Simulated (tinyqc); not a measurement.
Resonant-tunnelling diode, transfer matrices and Tsu-Esaki current: one step of the calculation.

Emitter (band edge 0), barrier d1, well Lw, barrier d2, collector (edge -V). The bias drops linearly over these layers and none in the contacts; each layer is cut into ns equal slices, flat at the value of their centres. E is the energy of motion across the layers, C = hbar^2/(2 m0), psi and psi'/m are continuous. Transport is coherent, T(E) is taken as independent of the transverse momentum, and charge in the well is ignored.

Task. Running product of the slice matrices at the trial energy. For the pair (psi, psi'/m) a flat layer has M = [[cos kd, (m/k) sin kd], [-(k/m) sin kd, cos kd]] with k = sqrt(m (E - U)/C) above its edge U, and M = [[cosh Kd, (m/K) sinh Kd], [(K/m) sinh Kd, cosh Kd]] with K = sqrt(m (U - E)/C) below it. Later slices stand to the left. With M acting on (psi, psi'/m) and v = k/m in each lead, T(E) = 4 vL vR/[(vL vR M12 - M21)^2 + (vR M11 + vL M22)^2]. vL = sqrt(mw E/C)/mw, vR = sqrt(mw (E + V)/C)/mw.

Inputs (values chosen for the exercise); masses and offsets of a made-up heterostructure:
- mw = 0.029 m0 (mass in the well, spacer and contacts)
- ns = 4 (slices in each layer)
- V = 0.27 V (bias of the collector)
- E = 0.11006 eV (trial energy)

Constants: q = 1.602176634e-19 C, hbar = 1.054571817e-34 J s, m0 = 9.1093837015e-31 kg, hbar^2/(2 m0) = 0.0380998212 eV nm^2. Results are converted to the units shown.

```
slice      U (eV)  m (m0)  width (nm)
0       1.6952632    0.13         0.2
1       1.6857895    0.13         0.2
2       1.6763158    0.13         0.2
3       1.6668421    0.13         0.2
4      -0.0621711   0.029       1.025
5      -0.1107237   0.029       1.025
6      -0.1592763   0.029       1.025
7      -0.2078289   0.029       1.025
8       1.4631579    0.13         0.2
9       1.4536842    0.13         0.2
10      1.4442105    0.13         0.2
11      1.4347368    0.13         0.2
```

Find: Product after each layer; T(E).

Result.

Product after each layer:
```
                M11   M12 (nm)  M21 (1/nm)      M22
barrier d1   3.2742    0.17454      55.360   3.2565
well         3.4423    0.20358     -67.798  -3.7191
barrier d2  -1.1700  -0.021950     -41.643  -1.6360
```

T(E) = 0.25904

tinyqc, about 0.2 s, one thread, Intel Xeon 2.30GHz (shared host): `OMP_NUM_THREADS=1 python tinyqc.py 2600067 2600068 out.jsonl`
